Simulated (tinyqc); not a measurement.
# Ballistic conductance of a hard-wall wire of rectangular section by counting modes, step by step

tinyqc, about 0.3 s, one thread, Intel Xeon 2.30GHz (shared host): `OMP_NUM_THREADS=1 python tinyqc.py 2740033 2740034 out.jsonl` Printed values are rounded.

Subband edges E_(a,b) = (C pi^2/m) [(a/W)^2 + (b/Hh)^2], a, b = 1, 2, ...; C = hbar^2/(2 m0). Every mode transmits fully; spin gives the factor 2 in 2 q^2/h, valleys the factor gv.

Parameters, values chosen for the exercise: temperature T = 77 K; mass m = 0.042 m0; valleys gv = 2; Fermi energy above the bulk band edge Ef = 0.07 eV; width W = 38 nm; height Hh = 36 nm; highest subband edge listed Et = 0.0965 eV.

Constants: q = 1.602176634e-19 C, kB = 1.380649e-23 J/K, hbar = 1.054571817e-34 J s, h = 6.62607015e-34 J s, m0 = 9.1093837015e-31 kg, Vt = kB T/q, hbar^2/(2 m0) = 0.0380998212 eV nm^2. Results are converted to the units shown.

## Subband edges and their occupation

List the edges below Et; each adds its degeneracy times f = 1/(1 + exp((E_n - Ef)/Vt)) to the thermal mode count.

```
mode	edge (eV)	degeneracy	f
1,1	0.0131085	1	0.999811
2,1	0.0317091	1	0.996892
1,2	0.0338332	1	0.995725
2,2	0.0524339	1	0.933848
3,1	0.0627101	1	0.750006
1,3	0.0683745	1	0.560939
3,2	0.0834349	1	0.116629
2,3	0.0869751	1	0.071872
```

## Conductance and ballistic resistance

G = (2 q^2/h) gv M; at zero temperature M counts the edges below Ef, at T it is the sum of degeneracy times f. The smooth (Sharvin) count is kF^2 A/(4 pi), kF = sqrt(m Ef/C), A = W Hh, perimeter p = 2 (W + Hh), and with the boundary term kF^2 A/(4 pi) - kF p/(4 pi). The sum runs over the edges listed.

M at zero temperature = 6
M at T = 5.42572
G = 840.780 uS
resistance 1/G = 1.18937 kohm
smooth count = 8.40041

The smooth count is 55 % above M at T. With the boundary term it is 5.13.
